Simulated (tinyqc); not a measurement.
What the s* orbital does: sp3s* tight binding.

sp3s* tight binding, nearest neighbours only: anion (a) at 0, cation (c) at a/4 (1,1,1), orbitals s, px, py, pz, s* on each; k in units of 2 pi/a. With phases e_j = exp(i (pi/2) k.n_j) for n = (1,1,1), (1,-1,-1), (-1,1,-1), (-1,-1,1): g0 = (e1+e2+e3+e4)/4, g1 = (e1+e2-e3-e4)/4, g2 = (e1-e2+e3-e4)/4, g3 = (e1-e2-e3+e4)/4. The diagonal holds the levels Esa, Epa, Exa (s*) and Esc, Epc, Exc. Anion-cation block: <sa|sc> = Vss g0; <sa|xc> = Vsapc g1; <xa|sc> = -Vscpa g1; <xa|xc> = Vxx g0; <xa|yc> = <ya|xc> = Vxy g3, <xa|zc> = <za|xc> = Vxy g2, <ya|zc> = <za|yc> = Vxy g1; <s*a|xc> = Vxapc g1; <xa|s*c> = -Vpaxc g1; y and z take g2 and g3 in place of g1; s-s* and s*-s* vanish.

Inputs chosen for the exercise (near a published set for GaP, fitted to gaps, whose masses and valley positions are rough; the results hold for these values, not for the real material):
- Esa = -8.099 eV (s level of the anion)
- Epa = 1.123 eV (p level of the anion)
- Esc = -2.194 eV (s level of the cation)
- Epc = 4.117 eV (p level of the cation)
- Exa = 8.51 eV (s* level of the anion)
- Exc = 7.2 eV (s* level of the cation)
- Vss = -7.457 eV (s-s)
- Vxx = 2.158 eV (px-px)
- Vxy = 5.147 eV (px-py)
- Vsapc = 4.267 eV (s anion, p cation)
- Vscpa = 6.329 eV (s cation, p anion)
- Vxapc = 4.655 eV (s* anion, p cation)
- Vpaxc = 5.096 eV (p anion, s* cation)

The s* couplings Vxapc and Vpaxc are scaled by f; f = 0 is the plain sp3 model. Gaps from the top of the valence band at Gamma; the Delta value is the minimum on (x,0,0), 0.5 <= x <= 1.

Gaps (eV):
```
f      Gamma   Delta       L  x of the minimum
0.00  2.8801  4.8115  3.6825             0.500
0.25  2.8801  4.6867  3.5635             0.500
0.50  2.8801  4.3055  3.2557             1.000
0.75  2.8801  3.3533  2.8479             1.000
0.90  2.8801  2.7552  2.5823             1.000
1.00  2.8801  2.3517  2.4010             1.000
1.10  2.8801  1.9463  2.2167             1.000
```

What can be read from this table?

The gap at Gamma stays, since g1 to g3 vanish there. From f = 0 to 1 the s* levels lower the Delta value by 2.460 eV and L by 1.282 eV. For f = 0 and 0.25 the least value lies at x = 0.5, the end of the range: any valley further out lies above that value until s* has lowered it enough. The lowest of the three is Gamma at f = 0 and the Delta line at f = 1.

Run: tinyqc, `OMP_NUM_THREADS=1 python tinyqc.py 1481402 1481403 out.jsonl`; Intel(R) Xeon(R) Processor @ 2.30GHz, one thread, shared host; about 0.06 s of CPU time with all checks.
